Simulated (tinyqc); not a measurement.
# Ellipsometry and reflectance of a transparent film on an absorbing substrate: what changes with what

Air (index 1), film, substrate with N2 = n2 - i k2; time factor exp(+i w t). q_j = sqrt(N_j^2 - sin^2 th), root with positive real part. Fresnel coefficients r_s = (q_a - q_b)/(q_a + q_b), r_p = (N_b^2 q_a - N_a^2 q_b)/(N_b^2 q_a + N_a^2 q_b). tan(Psi) exp(i Delta) = R_p/R_s, Delta taken from 0 to 360 degrees.

Parameters, values chosen for the exercise; indices close to those of silicon dioxide on silicon:
```
symbol,value,unit,meaning
lam,546.1,nm,wavelength
th,70,degrees,angle of incidence
n1,1.448,,index of the transparent film
d,6.3,nm,film thickness
n2,4.086,,index of the substrate
k2,0.031,,extinction coefficient of the substrate
```

Each table varies one quantity; the others keep the values above.

## Psi and Delta against the film thickness

beta = 2 pi d q1/lam, X = exp(-2 i beta), R = (r01 + r12 X)/(1 + r01 r12 X) for p and s. The last column is the derivative of Delta.

Psi and Delta against the film thickness:
```
d (nm)  Psi (degrees)  Delta (degrees)  |R_p|^2  |R_s|^2  dDelta/dd (degrees/nm)
0               12.01            179.0  0.03205   0.7083                  -3.022
0.5             12.01            177.5  0.03208   0.7083                  -3.019
1               12.03            176.0  0.03215   0.7083                  -3.014
1.5             12.04            174.4  0.03224   0.7082                  -3.006
2               12.07            172.9  0.03236   0.7082                  -2.996
2.5             12.09            171.5  0.03251   0.7081                  -2.983
3               12.13            170.0  0.03269   0.7080                  -2.969
3.5             12.17            168.5  0.03290   0.7079                  -2.952
4               12.21            167.0  0.03313   0.7077                  -2.933
```

Delta falls from 178.97 to 167.01 degrees while Psi moves from 12.01 to 12.21: Delta changes 59.8 times as much as Psi. With the slope of the first row an error of 0.01 degree in Delta means 0.0033 nm.

## Effect of the index of the transparent film

Same model as above.

dDelta/dd is the derivative of Delta; period lam/(2 q1).

Result of one run:
```
n1    Psi (degrees)  Delta (degrees)   |R_p|^2  |R_s|^2  dDelta/dd (degrees/nm)  period (nm)
1.65         12.567           157.53  0.035096  0.70620                 -3.2345       201.32
```

What becomes of these results when the index of the transparent film n1 is changed from 1.65 to 2.05, all else the same?

Result of the changed run:
```
n1    Psi (degrees)  Delta (degrees)   |R_p|^2  |R_s|^2  dDelta/dd (degrees/nm)  period (nm)
2.05         12.515           155.76  0.034723  0.70477                 -3.5359       149.87
```

The whole series:
```
n1    Psi (degrees)  Delta (degrees)   |R_p|^2  |R_s|^2  dDelta/dd (degrees/nm)  period (nm)
1.25         12.283           165.60  0.033543  0.70757                 -2.0639       331.25
1.45         12.475           160.35  0.034600  0.70691                 -2.8265       247.26
1.65         12.567           157.53  0.035096  0.70620                 -3.2345       201.32
1.85         12.574           156.16  0.035096  0.70548                 -3.4480       171.34
2.05         12.515           155.76  0.034723  0.70477                 -3.5359       149.87
2.25         12.410           156.07  0.034093  0.70411                 -3.5277       133.56
2.45         12.276           156.95  0.033310  0.70352                 -3.4347       120.68
2.65         12.127           158.34  0.032462  0.70306                 -3.2594       110.20
```

Psi goes from 12.3 through a maximum of 12.6 (at n1 = 1.85 among the rows listed) to 12.1 degrees and |R_p|^2 goes from 0.0335 through a maximum of 0.0351 (at n1 = 1.65 and 1.85 among the rows listed) to 0.0325. The slope of Delta is largest in size, 3.54 degrees/nm, at n1 = 2.05 among the rows.

Computed by the program tinyqc: `OMP_NUM_THREADS=1 python tinyqc.py 2870170 2870171 out.jsonl`, one thread of a shared Intel Xeon 2.30GHz, about 0.01 s for the whole run.
